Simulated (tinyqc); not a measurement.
Worked calculation: virtual-crystal alloy A(1-x)B(x) in sp3s* tight binding. Values are carried at full precision from step to step, so a last printed digit may differ when a step is redone from the rounded ones.

Virtual crystal: a(x) = (1 - x) aA + x aB (Vegard); the six levels are averaged linearly; the seven couplings follow Harrison's rule, V(x) a(x)^2 = (1 - x) V_A aA^2 + x V_B aB^2. No spin-orbit coupling and no disorder. Gaps are measured from the top of the valence band at Gamma; the Delta value is the minimum on (kx,0,0) for kx from 0.5 to 1.

Inputs chosen for the exercise (A near a published set for Ge, B for Si; such sets place X and L only to about 0.5 eV; not measured data):
```
symbol  value                                                                                           unit      meaning
aA      5.662                                                                                           angstrom  lattice constant of A
aB      5.427                                                                                           angstrom  of B
pA      (-5.866, 1.612, -5.866, 1.612, 6.368, 6.368, -6.798, 1.611, 4.884, 5.477, 5.477, 5.203, 5.203)  eV        order Esa, Epa, Esc, Epc, Exa, Exc, Vss, Vxx, Vxy, Vsapc, Vscpa, Vxapc, Vpaxc
pB      (-4.192, 1.715, -4.192, 1.715, 6.676, 6.676, -8.294, 1.711, 4.568, 5.737, 5.737, 5.392, 5.392)  eV        the same for B
x       0.16                                                                                                      fraction of B
```

## Parameters of the alloy

Form a(x) and the thirteen parameters.

a(x) = 5.6244 angstrom

parameters (eV): Esa -5.5982, Epa 1.6285, Esc -5.5982, Epc 1.6285, Exa 6.4173, Exc 6.4173, Vss -7.0224, Vxx 1.6263, Vxy 4.8381, Vsapc 5.5170, Vscpa 5.5170, Vxapc 5.2324, Vpaxc 5.2324

Against a plain linear average the 1/a^2 rule changes Vss by +14.9 meV and Vxy by +4.6 meV.

## Levels at Gamma

The parameters stand in the order Esa, Epa, Esc, Epc, Exa, Exc, Vss, Vxx, Vxy, Vsapc, Vscpa, Vxapc, Vpaxc. At k = 0 the s levels are the roots of [[Esa, Vss], [Vss, Esc]] and the p levels those of [[Epa, Vxx], [Vxx, Epc]]; the direct gap runs from the lower p root to the lower of the two upper roots.

s roots (eV): -12.6206  1.4243

p roots (eV): 0.0022  3.2548

direct gap = 1.4221 eV

The lowest empty level at Gamma is s-like.

## The Hamiltonian at L

sp3s* tight binding, nearest neighbours only: anion (a) at 0, cation (c) at a/4 (1,1,1), orbitals s, px, py, pz, s* on each; k in units of 2 pi/a. With phases e_j = exp(i (pi/2) k.n_j) for n = (1,1,1), (1,-1,-1), (-1,1,-1), (-1,-1,1): g0 = (e1+e2+e3+e4)/4, g1 = (e1+e2-e3-e4)/4, g2 = (e1-e2+e3-e4)/4, g3 = (e1-e2-e3+e4)/4. The diagonal holds the levels Esa, Epa, Exa (s*) and Esc, Epc, Exc. Anion-cation block: <sa|sc> = Vss g0; <sa|xc> = Vsapc g1; <xa|sc> = -Vscpa g1; <xa|xc> = Vxx g0; <xa|yc> = <ya|xc> = Vxy g3, <xa|zc> = <za|xc> = Vxy g2, <ya|zc> = <za|yc> = Vxy g1; <s*a|xc> = Vxapc g1; <xa|s*c> = -Vpaxc g1; y and z take g2 and g3 in place of g1; s-s* and s*-s* vanish.

k = (1/2,1/2,1/2); parameters in the order Esa, Epa, Esc, Epc, Exa, Exc, Vss, Vxx, Vxy, Vsapc, Vscpa, Vxapc, Vpaxc.

g0, g1, g2, g3: 0.3536-0.3536i  -0.3536+0.3536i  -0.3536+0.3536i  -0.3536+0.3536i

H (eV), lower triangle (Hermitian):
```
                  sa               xa               ya               za              s*a       sc
sa           -5.5982
xa                 0           1.6285
ya                 0                0           1.6285
za                 0                0                0           1.6285
s*a                0                0                0                0           6.4173
sc   -2.4828-2.4828i   1.9506+1.9506i   1.9506+1.9506i   1.9506+1.9506i                0  -5.5982
xc   -1.9506-1.9506i   0.5750+0.5750i  -1.7105-1.7105i  -1.7105-1.7105i  -1.8499-1.8499i        0
yc   -1.9506-1.9506i  -1.7105-1.7105i   0.5750+0.5750i  -1.7105-1.7105i  -1.8499-1.8499i        0
zc   -1.9506-1.9506i  -1.7105-1.7105i  -1.7105-1.7105i   0.5750+0.5750i  -1.8499-1.8499i        0
s*c                0   1.8499+1.8499i   1.8499+1.8499i   1.8499+1.8499i                0        0

         xc      yc      zc     s*c
xc   1.6285
yc        0  1.6285
zc        0       0  1.6285
s*c       0       0       0  6.4173
```

## Levels at L

Diagonalise H; four bands are filled. The top of the valence band is the lower p root at Gamma.

levels (eV): -10.6239  -7.8203  -1.6037  -1.6037  1.0513  2.4511  4.8607  4.8607  8.7029  11.1342

gap from the valence top to L = 1.0491 eV

## The three valleys

The same at Gamma, along Delta and at L.

gaps (eV): Gamma 1.4221, Delta 0.8602, L 1.0491

position of the Delta minimum = 0.793 2 pi/a

In this model the alloy is indirect, with its lowest valley at the Delta line and the next 189 meV above. So small a spacing lies within the error of the model, so its order says little about the real alloy. The bowing from disorder and bond relaxation, left out here, lowers real gaps, by tenths of an eV in badly matched pairs.

## Checks

- Direct gap from the blocks against the full matrix: both 1.42208.

(tinyqc, `OMP_NUM_THREADS=1 python tinyqc.py 1480167 1480168 out.jsonl`, Intel(R) Xeon(R) Processor @ 2.30GHz, 1 thread, shared host, about 0.2 s.)
